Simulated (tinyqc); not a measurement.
## Read current of a NAND string, cells in series solved by shooting: effect of the position of the selected cell

Cells in series, numbered from 0 at the source line (0 V) to the bit line, each followed by a gap resistance Rg. A cell with gate Vg, threshold VT, source Vs and drain Vd passes I = 2 nf K Vt^2 [F(Vs) - F(Vd)]/(1 + th max(Vg - VT, 0)), F(V) = ln^2(1 + exp((Vg - VT - nf V)/(2 nf Vt))). The selected cell has Vg = Vr, the others Vg = Vp.

For a trial current I start at 0 V and, cell by cell, solve for the drain: sqrt(F(Vd)) = sqrt(F(Vs) - I/k), k = 2 nf K Vt^2/(1 + th max(Vg - VT, 0)), Vd = [Vg - VT - 2 nf Vt ln(exp(sqrt F) - 1)]/nf, then add I Rg. The string current is the I for which the last node reaches Vbl. The apparent threshold is the Vr at which I = Is. Background: all other cells erased (VT = Ve) or all in the highest state (VT = Vh); ratio and shift are high over erased and high minus erased. The string has 128 cells, numbered from the source.

Inputs (values chosen for the exercise); values of the order met in vertical NAND strings:
- T = 300 K (temperature)
- K = 7.9 uA/V^2 (gain factor of a cell)
- nf = 2.1 (slope factor)
- th = 0.13 1/V (mobility reduction factor)
- Rg = 9.1 kohm (resistance of the gap between cells)
- Vbl = 0.4 V (bit-line voltage)
- Vp = 7.8 V (pass voltage)
- Ve = -0.6 V (threshold of an erased cell)
- Vh = 4.3 V (threshold of the highest state)
- Vx = 1 V (threshold of the selected cell)
- Is = 10 nA (sensing current)
- Vr = 1.95 V (read voltage on the selected word line)

Constants: q = 1.602176634e-19 C, kB = 1.380649e-23 J/K, Vt = kB T/q. Results are converted to the units shown.

Result of one run:

| I, others erased (uA) | I, others high (uA) | ratio | apparent VT, erased (V) | apparent VT, high (V) | background shift (mV) |
|---|---|---|---|---|---|
| 0.07046 | 0.04419 | 0.6272 | 1.058 | 1.092 | 33.60 |

Which number of the selected cell j gave this result: 36, 73, 91, 109 or 127?

j = 73.

The whole series:

| j | I, others erased (uA) | I, others high (uA) | ratio | apparent VT, erased (V) | apparent VT, high (V) | background shift (mV) |
|---|---|---|---|---|---|---|
| 0 | 0.07223 | 0.04478 | 0.6199 | 0.9953 | 0.9953 | 9.479e-4 |
| 18 | 0.07198 | 0.04469 | 0.6209 | 1.011 | 1.019 | 8.109 |
| 36 | 0.07164 | 0.04459 | 0.6223 | 1.026 | 1.043 | 16.33 |
| 54 | 0.07118 | 0.04443 | 0.6243 | 1.042 | 1.066 | 24.67 |
| 73 | 0.07046 | 0.04419 | 0.6272 | 1.058 | 1.092 | 33.60 |
| 91 | 0.06935 | 0.04380 | 0.6316 | 1.074 | 1.116 | 42.19 |
| 109 | 0.06743 | 0.04305 | 0.6384 | 1.090 | 1.140 | 50.90 |
| 127 | 0.06413 | 0.04146 | 0.6465 | 1.105 | 1.165 | 59.74 |

From the source end to the bit-line end the apparent VT with high neighbours rises from 0.9953 to 1.165 V and the background shift rises from 9.48e-4 to 59.7 mV. Cells and gaps on the source side raise the source of the selected cell, which costs nf times that voltage in gate drive; those on the drain side only lower its drain voltage.

Numbers from tinyqc (`OMP_NUM_THREADS=1 python tinyqc.py 2142194 2142195 out.jsonl`; about 0.9 s on one thread of a shared Intel Xeon 2.30GHz).
